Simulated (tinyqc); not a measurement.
Quantum limit of the contact resistance of a three-dimensional channel: two steps of the calculation.

Parabolic band with gv valleys, C = hbar^2/(2 m0), eta = (EF - Ec)/(kB T). Landauer picture: each mode conducts 2 q^2/h, and the contacts and the channel add incoherently in series, 1/Tt - 1 = 2 (1/tc - 1) + L/lam for the total transmission Tt.

Values chosen for this exercise: temperature T = 300 K; mass m = 0.46 m0; valleys gv = 3; carrier density n = 2.4e20 cm^-3; transmission of each contact tc = 1; back-scattering length of the channel lam = 6.6 nm; channel length L = 24 nm.

Constants: q = 1.602176634e-19 C, kB = 1.380649e-23 J/K, hbar = 1.054571817e-34 J s, h = 6.62607015e-34 J s, m0 = 9.1093837015e-31 kg, Vt = kB T/q, hbar^2/(2 m0) = 0.0380998212 eV nm^2. Results are converted to the units shown.

Problem 1. Fermi level and modes. n = N F12(eta), N = 2 gv (m kB T/(4 pi C))^1.5, F12(x) = (2/sqrt(pi)) int_0^infinity sqrt(u)/(1 + exp(u - x)) du; modes per area M = gv m kB T ln(1 + exp(eta))/(4 pi C); at zero temperature M0 = gv kF^2/(4 pi), kF = (3 pi^2 n/gv)^(1/3). kB T in eV.

Wanted: N; eta; M; M0.

Solution 1.

N = 2.349e19 cm^-3
eta = 5.540
M = 4.131e13 cm^-2
M0 = 4.242e13 cm^-2

The zero-temperature count is 2.7 % above the thermal one.

Problem 2. Resistances. RQ = (h/2q^2)/M for the whole device, R = RQ/Tt; the part of one contact is Rc = RQ (1/tc - 1/2) and the channel adds RQ L/lam.

M = 4.1311219e13 cm^-2

Find: RQ; Rc; channel; R; Tt.

Solution 2.

RQ = 3.124e-10 ohm cm^2
Rc = 1.562e-10 ohm cm^2
channel = 1.136e-9 ohm cm^2
R = 1.448e-9 ohm cm^2
Tt = 0.2157

The two contacts make up 21.6 % of R.

tinyqc, about 0.01 s, one thread, Intel Xeon 2.30GHz (shared host): `OMP_NUM_THREADS=1 python tinyqc.py 2760067 2760068 out.jsonl`
